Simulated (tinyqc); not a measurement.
# Hydrogen passivation and dissociation of interface defects with a spread of activation energies, step by step

A worked calculation. Computed by tinyqc, a small Python program that keeps every step. Command: `OMP_NUM_THREADS=1 python tinyqc.py 3029379 3029380 out.jsonl passivation walk`. One thread of a shared host (Intel(R) Xeon(R) Processor @ 2.30GHz), about 0.01 s of CPU time with the checks. Intermediate numbers are printed to about 7 digits and carried at full precision; extremes and crossings named in words are read from the listed rows.

Active defects P react as P + H2 -> HP + H and HP -> P + H; released atomic hydrogen is removed. All defects start active. Activation energies are normally distributed, independently for the two reactions.

Inputs (values chosen for the exercise, for a model interface):
```
quantity                        value    unit
defect density N_0            1.2e+12   cm^-2
mean passivation energy E_f       1.6      eV
spread s_f                      0.092      eV
prefactor k_f0                2.1e-08  cm^3/s
mean dissociation energy E_d     2.95      eV
spread s_d                      0.055      eV
prefactor k_d0                2.8e+13     1/s
dissolved hydrogen [H2]       4.3e+16   cm^-3
anneal temperature T              970       K
anneal time t                   19000       s
```

Ambient: hydrogen.

Constants: k_B = 8.617333262e-05 eV/K.

## Sites at the mean energies

a = k_f0 [H2] exp(-E_f/k_B T), b = k_d0 exp(-E_d/k_B T); the active share of one kind of site is b/(a + b) + (a/(a + b)) exp(-(a + b) t).

passivation rate a = 4.391891 1/s

dissociation rate b = 0.01318249 1/s

active share, single energy = 0.002992571

steady active share, single energy = 0.002992571

## A five-point average

Gauss-Hermite nodes for a unit normal variable, z = 0, +/-1.355626, +/-2.856970 with weights 0.533333, 0.222076, 0.011257; E_f + s_f z is varied at the mean E_d.

Nodes:
```
z            weight  energy (eV)    rate (1/s)  active share
-2.856970  0.011257     1.337159  1.019253e+02  1.293181e-04
-1.355626  0.222076     1.475282  1.952721e+01  6.746278e-04
0.000000   0.533333     1.600000  4.391891e+00  2.992571e-03
1.355626   0.222076     1.724718  9.877861e-01  1.316974e-02
2.856970   0.011257     1.862841  1.892436e-01  6.512251e-02
```

active share, five points = 0.005405078

## Average over the spread

Full average: z from -5 to 5 in steps of 0.125 with normalised weights exp(-z^2/2), energy = mean + spread x z, over both energies.

active share = 0.006617424

active defects = 7.940909e+09 cm^-2

The spread changes the active share from 0.00299 to 0.00662: sites that passivate slowly or dissociate easily weigh most in the average.

## Isochronal anneals

The formulas are those given above.

Same time, other temperatures:
```
T (K)       a (1/s)       b (1/s)  active share, single energy  active share, spread
450    1.087618e-09  2.562195e-20                 9.999793e-01          9.996648e-01
525    3.947878e-07  1.344016e-15                 9.925271e-01          9.596699e-01
600    3.283063e-05  4.658527e-12                 5.359138e-01          4.935663e-01
675    1.022226e-03  2.639130e-09                 2.585414e-06          3.311356e-02
750    1.600151e-02  4.207562e-07                 2.629409e-05          2.184725e-04
825    1.519051e-01  2.667676e-05                 1.755837e-04          5.444064e-04
900    9.910192e-01  8.470033e-04                 8.539491e-04          2.190185e-03
975    4.844874e+00  1.579786e-02                 3.250140e-03          7.116187e-03
1050   1.888103e+01  1.939908e-01                 1.016989e-02          1.931937e-02
1125   6.137666e+01  1.705060e+00                 2.702939e-02          4.482999e-02
```

The active share is lowest, 2.18e-4, at 750 K of those listed: below, passivation is too slow for this time, and above, dissociation competes. A single energy would promise 2.59e-6 (at 675 K), so among these rows the spread raises the floor by a factor 85.

## Isothermal kinetics

Times are decades about 1/(a + b) of the mean site. The last column is the part of the change still to come; rows stop once it is below 1e-5.

Against time:
```
t (s)     active share, single energy  active share, spread  unreacted part
2.00e-04                 9.991220e-01             0.9983947    9.983840e-01
2.00e-03                 9.912548e-01             0.9843157    9.842112e-01
2.00e-02                 9.159203e-01             0.8690775    8.682054e-01
2.00e-01                 4.161148e-01             0.4177776    4.138991e-01
2.00e+00                 3.141335e-03             0.0412890    3.490255e-02
2.00e+01                 2.992571e-03             0.0067604    1.439273e-04
```

A single energy finishes within about two decades of time. With the spread the unreacted part is 0.98 at 0.002 s and still 0.035 at 2 s, where one energy leaves 1.5e-4: a width of s/k_B T = 1.10 in ln(rate) stretches the decay markedly.

Checks made by the program: the average on a grid twice as fine (relative difference 3e-06).
